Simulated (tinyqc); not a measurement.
Which input was changed? Model: self-heating of a transistor with one or more fingers, with temperature-dependent conductivity. Computed by tinyqc, a small Python program. Command: `OMP_NUM_THREADS=1 python tinyqc.py 3010920 3010921 out.jsonl selfheat which`. One thread of a shared host (Intel(R) Xeon(R) Processor @ 2.30GHz), about 0.8 s of CPU time with the checks.

N long parallel fingers lie on the top face of a slab whose bottom is held at T_0; the top is otherwise insulated, and heat flows in two dimensions. P in W/mm is 1000 P in W/m.

Inputs (values chosen for the exercise, modelled on silicon carbide):
```
quantity                                      value           unit
conductivity at the base temperature kappa_0    387        W/(m K)
exponent m in kappa ~ T^-m                     1.45              -
base temperature T_0                            300              K
power per gate width P                          2.2           W/mm
fingers N                                         8              -
finger pitch s                                   31     micrometre
width of the heat source w                      1.2     micrometre
substrate thickness t                           160     micrometre
phonon free path Lambda                         140             nm
heat capacity C                                2.17  1e6 J/(m^3 K)
pulse length                                   0.45    microsecond
```

Power: power rises with temperature.

Method:
- A line source of power P on the top face raises the top at distance x by (P/(pi kappa_0)) g(x), g(x) = -ln tanh(pi x/(4 t)) (the image sum for the slab). On a strip of width w the centre sees the mean of g over the strip, g_0 = 1 + ln(8 t/(pi w)) for w much below t.
- theta_i = (P/(pi kappa_0)) [g_0 + sum over j != i of g(|i - j| s)], with equal powers and constant conductivity; thermal resistance = largest theta/P.
- Kirchhoff transformation for kappa = kappa_0 (T/T_0)^-m: T = T_0 [1 - (m - 1) theta/T_0]^(-1/(m - 1)), where theta is the linear rise.
- The bracket vanishes at the power P T_0/((m - 1) theta).
- Near a source smaller than the free path, Fourier's law overstates the flow. Rough estimate: a strip that emits phonons into a half space adds a resistance times area of 4 Lambda/(3 kappa_0), from the ballistic flux C v Delta T/4 with kappa_0 = C v Lambda/3, so Delta T_b = 4 Lambda P/(3 kappa_0 w); Knudsen number Lambda/w.
- After switching on, theta(tau) = (P D/kappa_0) int_0^tau X(u) Z(u) du at the hottest finger, D = kappa_0/C; X = sum over fingers at distance x of [erf((x + w/2)/r) - erf((x - w/2)/r)]/(2 w), Z = sum_(j=-200..200) (-1)^j exp(-(2 j t/r)^2)/sqrt(pi D u), r = 2 sqrt(D u); trapezoid rule on 300 points evenly spaced in ln u from u_0 = 1e-3 min(tau, w^2/D) to tau, plus the exact piece 2 sqrt(u_0/(pi D))/w below u_0. Conductivity and power are held at their base values here, and Fourier's law is used even where the diffusion length is near a phonon free path.

Problem. One of these inputs alone was changed, within the range given: conductivity at the base temperature kappa_0 (193.5 to 774); substrate thickness t (80 to 320); pulse length (0.225 to 0.9); heat capacity C (1.085 to 4.34). Which one, and to what value?

Results:
```
run     true rise (K)  ballistic rise Delta T_b (K)  linear rise after the pulse (K)
before       29.77518                     0.8842951                           7.4577
after        33.35425                     0.8842951                           7.4577
```

Solution.

Each candidate set to reproduce true rise, and what it then gives:
```
candidate                                               range searched  value needed  ballistic rise Delta T_b (K)  linear rise after the pulse (K)
conductivity at the base temperature kappa_0 (W/(m K))    193.5 to 774         348.2                       0.98280                           8.1731
substrate thickness t (micrometre)                           80 to 320         201.0                       0.88430                           7.4577
pulse length (microsecond)                                0.225 to 0.9     no effect                             -                                -
heat capacity C (1e6 J/(m^3 K))                          1.085 to 4.34     no effect                             -                                -
```

Only substrate thickness t fits every result: it went from 160 to 201 micrometre. The next best candidate, conductivity at the base temperature kappa_0, misses one result by 11 %.
